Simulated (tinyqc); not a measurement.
Worked calculation: Hubbard ring of 6 sites. Computed by tinyqc, a small Python program that keeps every step. Settings: hopping = 0.58, U = 1.9, mixing = 1, iteration cap = 72. Command: `OMP_NUM_THREADS=1 python tinyqc.py 25158 25159 out.jsonl` (the two numbers bound the seeds that draw the settings). One thread of a shared host (Intel(R) Xeon(R) Processor @ 2.60GHz), about 0.3 s of CPU time with the checks. Later iterations appear only in the table of the cycle.

## Mean-field iteration 1

one-body matrix (hopping and site energies) (eV), lower triangle:
```
           1          2          3          4          5         6
1   0.000000
2  -0.580000   0.000000
3   0.000000  -0.580000   0.000000
4   0.000000   0.000000  -0.580000   0.000000
5   0.000000   0.000000   0.000000  -0.580000   0.000000
6  -0.580000   0.000000   0.000000   0.000000  -0.580000  0.000000
```

U = 1.900000 eV

electrons, up and down: 3  3

mixing = 1

n(up) at the start (a guess, not normalised): 1 0.950000, 2 0.050000, 3 0.950000, 4 0.050000, 5 0.950000, 6 0.050000

n(down) at the start (a guess): 1 0.050000, 2 0.950000, 3 0.050000, 4 0.950000, 5 0.050000, 6 0.950000

H(up) = T + U n(down), H(down) = T + U n(up); fill the lowest levels; n(new) = n + mixing (n(out) - n); E = tr T (rho up + rho down) + U sum n_up n_down of the output.

levels, up (eV): -0.491050  -0.083163  -0.083163  1.983163  1.983163  2.391050

levels, down (eV): -0.491050  -0.083163  -0.083163  1.983163  1.983163  2.391050

energy = -1.920824 eV

n(up) after iteration 1: 1 0.874738, 2 0.125262, 3 0.874738, 4 0.125262, 5 0.874738, 6 0.125262

n(down) after iteration 1: 1 0.125262, 2 0.874738, 3 0.125262, 4 0.874738, 5 0.125262, 6 0.874738

## Mean-field iteration 2

As before.

levels, up (eV): -0.411083  0.031660  0.031660  1.868340  1.868340  2.311083

levels, down (eV): -0.411083  0.031660  0.031660  1.868340  1.868340  2.311083

energy = -1.954301 eV

n(up) after iteration 2: 1 0.845624, 2 0.154376, 3 0.845624, 4 0.154376, 5 0.845624, 6 0.154376

n(down) after iteration 2: 1 0.154376, 2 0.845624, 3 0.154376, 4 0.845624, 5 0.154376, 6 0.845624

## Mean-field iteration 3

As before.

levels, up (eV): -0.382980  0.073851  0.073851  1.826149  1.826149  2.282980

levels, down (eV): -0.382980  0.073851  0.073851  1.826149  1.826149  2.282980

energy = -1.960889 eV

n(up) after iteration 3: 1 0.831946, 2 0.168054, 3 0.831946, 4 0.168054, 5 0.831946, 6 0.168054

n(down) after iteration 3: 1 0.168054, 2 0.831946, 3 0.168054, 4 0.831946, 5 0.168054, 6 0.831946

## Convergence

Each step fills the lowest levels of T + U n(other spin) and sets n(new) = n + mixing (n(out) - n); stop when output and input agree to 1e-8.

Course of the cycle:
```
iteration       E (eV)  largest |n(out) - n(in)|  mean |n_up - n_down|
1          -1.92082377                  7.53e-02              0.749477
2          -1.95430062                  2.91e-02              0.691248
3          -1.96088884                  1.37e-02              0.663891
4          -1.96252226                  6.98e-03              0.649936
5          -1.96297210                  3.70e-03              0.642526
6          -1.96310272                  2.01e-03              0.638509
7          -1.96314172                  1.10e-03              0.636307
8          -1.96315355                  6.07e-04              0.635092
9          -1.96315716                  3.36e-04              0.634420
10         -1.96315827                  1.86e-04              0.634047
11         -1.96315861                  1.03e-04              0.633840
...                ...                       ...                   ...
17         -1.96315877                  3.04e-06              0.633589
18         -1.96315877                  1.69e-06              0.633586
19         -1.96315877                  9.39e-07              0.633584
20         -1.96315877                  5.22e-07              0.633583
21         -1.96315877                  2.90e-07              0.633582
22         -1.96315877                  1.61e-07              0.633582
23         -1.96315877                  8.96e-08              0.633582
24         -1.96315877                  4.98e-08              0.633582
25         -1.96315877                  2.77e-08              0.633582
26         -1.96315877                  1.54e-08              0.633582
27         -1.96315877                  8.54e-09              0.633582
```

local moments n_up - n_down: 1 0.633582, 2 -0.633582, 3 0.633582, 4 -0.633582, 5 0.633582, 6 -0.633582

Converged in 27 iterations. Before convergence this energy mixes input and output and is not variational, so it may rise towards its limit.

## Exact diagonalisation (400 states)

Lowest levels of the sector, and the double occupancy of the lowest state.

lowest levels (eV): -2.437186  -1.894486  -1.666792  -1.629686  -1.629686  -1.388503

double occupancy per site = 0.134914

The mean-field solution above lies 0.4740 eV above the exact energy.

## The lowest level by Lanczos steps

From a random start vector (not printed): a_j = <q_j|H|q_j>, b_j = norm of the remainder after orthogonalising; the Ritz value is the lowest eigenvalue of the tridiagonal matrix of a and b so far.

Lanczos:
```
j   a_j (eV)  b_j (eV)  lowest Ritz value (eV)
1   1.578733  2.724823              1.57873266
2   1.793446  2.819555             -1.04084766
3   2.815952  2.741144             -1.96475864
4   2.976277  2.721278             -2.28843405
5   3.777116  2.523186             -2.39960976
6   3.784225  2.140809             -2.42883744
7   3.131970  2.266291             -2.43459031
8   2.465706  2.388540             -2.43625554
9   3.015415  2.268458             -2.43688690
10  3.008625  2.304127             -2.43708507
```
